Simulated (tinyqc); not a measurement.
# Biaxially strained (001) channel, valley splitting in an inversion layer: effect of the temperature

A thin layer grown on a relaxed buffer is stretched in the plane. The two valleys with their long axis along the growth direction (D2) sink against the four in-plane ones (D4); confinement in a triangular well splits them too. Only the lowest subband of each set is kept; one relaxation time, so the weakening of intervalley scattering is left out.

e_par = b1 x, e_perp = -2 (c12/c11) e_par, splitting D = Xu (e_par - e_perp), in-plane stress (c11 + c12 - 2 c12^2/c11) e_par. Levels E(m) = 2.33811 (hbar^2 q^2 F^2/(2 m))^(1/3): E2 = E(ml), E4 = E(mt) + D; N2 = 2 mt kB T/(pi hbar^2), N4 = 4 sqrt(mt ml) kB T/(pi hbar^2). EF solves Ns = N2 ln(1 + exp((EF - E2)/Vt)) + N4 ln(1 + exp((EF - E4)/Vt)); f2 is the share in D2, and 1/mc = f2/mt + (1 - f2)(1/mt + 1/ml)/2. The gain is mc(x = 0)/mc.

Values chosen for this exercise; values close to those of silicon on relaxed silicon-germanium:
- x = 0.26 (germanium share of the relaxed buffer)
- b1 = 0.0418 (lattice mismatch per unit x)
- c11 = 165 GPa (elastic constant)
- c12 = 63.7 GPa (elastic constant)
- Xu = 9.01 eV (shear deformation potential)
- ml = 0.89 m0 (longitudinal mass)
- mt = 0.193 m0 (transverse mass)
- F = 0.8 MV/cm (confining field)
- Ns = 1.3e12 cm^-2 (inversion density)

Constants: q = 1.602176634e-19 C, kB = 1.380649e-23 J/K, hbar = 1.054571817e-34 J s, m0 = 9.1093837015e-31 kg, Vt = kB T/q, hbar^2/(2 m0) = 0.0380998212 eV nm^2. Results are converted to the units shown.

The same in every row: D (meV) = 173.53.

Results:

| T (K) | f2 without strain | f2 | mc (m0) | gain |
|---|---|---|---|---|
| 150 | 0.99758 | 1.0000 | 0.19300 | 1.0009 |
| 195 | 0.98664 | 1.0000 | 0.19300 | 1.0053 |
| 240 | 0.96195 | 0.99999 | 0.19300 | 1.0151 |
| 330 | 0.87740 | 0.99968 | 0.19302 | 1.0503 |
| 375 | 0.82710 | 0.99900 | 0.19308 | 1.0722 |
| 420 | 0.77705 | 0.99756 | 0.19318 | 1.0946 |
| 465 | 0.72964 | 0.99498 | 0.19338 | 1.1162 |

Estimate the missing row, T = 285 K.

Computed row:

| T (K) | f2 without strain | f2 | mc (m0) | gain |
|---|---|---|---|---|
| 285 | 0.92405 | 0.99993 | 0.19301 | 1.0306 |

With this row back in the table: As T goes from 150 to 465 K, f2 falls from 1.00 to 0.995 (without strain: it falls from 0.998 to 0.730) and the gain rises from 1.00 to 1.12.

Numbers from tinyqc (`OMP_NUM_THREADS=1 python tinyqc.py 2530078 2530079 out.jsonl`; about 0.01 s on one thread of a shared Intel Xeon 2.30GHz).
